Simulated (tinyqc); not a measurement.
Inside a calculation. Model: junction field-effect transistor with two gates, gradual channel with velocity saturation.

Numbers from tinyqc (`OMP_NUM_THREADS=1 python tinyqc.py 2500148 2500149 out.jsonl`; about 0.1 s on one thread of a shared Intel Xeon 2.30GHz). Printed values are rounded.

A uniformly doped n-type channel, depleted from both sides by p+ gates; at channel potential V the depleted share of a is u = sqrt((Vbi - Vg + V)/Vp), s at the source. Electrons drift with v = mu E/(1 + mu E/vsat). Abrupt depletion edge, no series resistance, source at 0.

Parameters, values chosen for the exercise; material values close to those of gallium arsenide: temperature T = 250 K; relative permittivity of the semiconductor eps_r = 12.8; conduction-band density of states at T Nc = 3.3e17 cm^-3; band gap Eg = 1.43 eV; valence-band density of states at T Nv = 6.78e18 cm^-3; donor density of the channel Nd = 1.1e17 cm^-3; half the channel thickness a = 210 nm; low-field mobility at this doping mu = 4400 cm^2/(V s); saturation velocity vsat = 1.1e7 cm/s; gate length L = 1 um; gate width W = 100 um; acceptor density of the gates Na = 4.1e18 cm^-3; gate voltage Vg = 0 V; drain voltage Vd = 0.27 V.

Constants: q = 1.602176634e-19 C, kB = 1.380649e-23 J/K, Vt = kB T/q, eps0 = 8.8541878128e-14 F/cm where lengths are in cm. Results are converted to the units shown.

Range of the model: The donor density is not small against Nc, so the Boltzmann form of the built-in voltage is rough.

## Built-in and pinch-off voltages

ni = sqrt(Nc Nv) exp(-Eg/(2 Vt)), Eg in volts; Vbi = Vt ln(Na Nd/ni^2); Vp = q Nd a^2/(2 eps0 eps_r); G0 = 2 q mu Nd a W/L; Z = mu Vp/(vsat L); s = sqrt((Vbi - Vg)/Vp). VT = Vbi - Vp.

Vbi = 1.395496 V
Vp = 3.428885 V
VT = -2.033389 V
G0 = 325.6905 mS
Z = 13.71554
s = 0.6379518

Z = 13.7: velocity saturation dominates.

## Current below saturation

u = sqrt((Vbi - Vg + Vd)/Vp). I = (G0 Vp/3) F/(1 + Z (u^2 - s^2)), F = 3 (u^2 - s^2) - 2 (u^3 - s^3), with u at V = Vd; Z = 0 gives constant mobility, for which u stops at 1.

u = 0.6969399
F = 0.07845610
I for Z = 0 = 29.20542 mA
I = 14.04107 mA

The falling mobility lowers the current by 51.9 %.

## Iteration 1: the saturation point by Newton steps

u at the start = 1

a is the channel (half-)thickness, Vp its pinch-off voltage and Z = mu Vp/(vsat L); an iterate with u > 1 is an overshoot, not a physical state. f = (1 - u)(1 + Z (u^2 - s^2)) - Z F/3, F = 3 (u^2 - s^2) - 2 (u^3 - s^3); f' = -(1 + Z (u^2 - s^2)); u(new) = u - f/f'.

f = -1.363887
f' = -9.133557
u after iteration 1 = 0.8506729

## Iteration 2: the saturation point by Newton steps

As before.

f = -0.2906137
f' = -5.343191
u after iteration 2 = 0.7962834

## Course of the iteration: the saturation point by Newton steps

Stop when u changes by less than 1e-10, or after 60 iterations.

Course of the iteration:
```
iteration          u  |change|
1          0.8506729     0.149
2          0.7962834    0.0544
3          0.7880738   8.21e-3
4          0.7878874   1.86e-4
5          0.7878873   9.55e-8
6          0.7878873  2.50e-14
```

Converged in 6 iterations. At the end the number of correct digits about doubles with each step.

## Saturation voltage, current and transconductance

um = 0.7878873

Vdsat = Vp (um^2 - s^2); Isat = (G0 Vp/Z)(1 - um), which is 2 q Nd vsat a W (1 - um); gm = G0 (um - s)/(1 + Z (um^2 - s^2)). For Z = 0: Vdsat = Vp (1 - s^2), Isat = (G0 Vp/3)(1 - 3 s^2 + 2 s^3), gm = G0 (1 - s).

Vdsat = 0.7330407 V
Isat = 17.27077 mA
gm = 12.41876 mS
Vdsat for Z = 0 = 2.033389 V
Isat for Z = 0 = 111.0513 mA
gm for Z = 0 = 117.9157 mS

The current saturates with 21.2 % of the channel still open at the drain, at 0.156 of the constant-mobility current.
